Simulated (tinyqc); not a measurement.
# Changing the potential of the particle psi_1

Model: a particle near a wafer in liquid: double-layer and van der Waals forces (DLVO), deposition barrier and removal. Computed by tinyqc, a small Python program. Command: `OMP_NUM_THREADS=1 python tinyqc.py 3112485 3112486 out.jsonl dlvo sweep`. One thread of a shared host (Intel(R) Xeon(R) Processor @ 2.30GHz), about 0.01 s of CPU time with the checks.

Sphere and flat wall, Derjaguin approximation, constant potentials in the linear-superposition form, no retardation and no hydration force.

Inputs (values chosen for the exercise, of the order of those for silica on silica in water):

| quantity | value | unit |
|---|---|---|
| particle radius R | 120 | nm |
| Hamaker constant A | 5e-21 | J |
| potential of the wafer psi_2 | -29 | mV |
| salt concentration c | 0.0018 | mol/L |
| valence z of the symmetric salt | 1 | - |
| temperature T | 293 | K |
| dielectric constant of the liquid | 80.2 | - |

Constants: e = 1.602176634e-19 C; N_A = 6.02214076e+23 1/mol; eps_0 = 8.8541878128e-12 F/m; k_B = 1.380649e-23 J/K; k_B = 8.617333262e-05 eV/K.

Method:
- kappa^2 = 2 z^2 e^2 N_A (1000 c)/(eps eps_0 k_B T); gamma_i = tanh(z e psi_i/(4 k_B T)); Z = 64 pi eps eps_0 (k_B T/(z e))^2 gamma_1 gamma_2.
- U(h) = Z R exp(-kappa h) - A R/(6 h); F(h) = -dU/dh = kappa Z R exp(-kappa h) - A R/(6 h^2), positive for repulsion.
- F = 0 reads x^2 exp(-x) = y with x = kappa h and y = A kappa/(6 Z); the left side peaks at x = 2 with 4/e^2 = 0.5413, so roots exist for smaller y: x < 2 is the barrier, x > 2 the secondary minimum.
- The barrier height is zero when U = 0 and F = 0 together: kappa h = 1 and kappa = 6 Z/(e A), e = 2.718282 here; c follows from kappa^2, with the potentials held fixed.

One run for each value:

| potential of the particle psi_1 (mV) | barrier height (k_B T) | critical concentration (mol/L) | gamma_1 |
|---|---|---|---|
| -100 | 484.6 | 6.723 | -0.7574 |
| -88 | 446.2 | 5.776 | -0.7020 |
| -77 | 404.9 | 4.838 | -0.6425 |
| -66 | 357.7 | 3.861 | -0.5740 |
| -54 | 299.5 | 2.802 | -0.4889 |
| -42 | 234.7 | 1.814 | -0.3934 |
| -31 | 170.8 | 1.038 | -0.2977 |
| -20 | 104.2 | 0.448 | -0.1955 |
| -8 | 32.8 | 0.073 | -0.0790 |

What does the table show, and why?

Over the rows, barrier height (k_B T) falls from 485 to 32.8; critical concentration (mol/L) falls from 6.72 to 0.0732; gamma_1 rises from -0.757 to -0.0790. gamma_1 bends over once |psi| exceeds about 2 k_B T/(z e) = 50 mV, so further charge gains less.

Caution (rows -100, -88.0, -77.0, -66.0, -54.0, -42.0, -31.0): above about 1 mol/L the Debye length is of molecular size and surface potentials do not stay fixed, so this value is formal.

Extremes, crossings and ranges named in words are read from the listed rows.
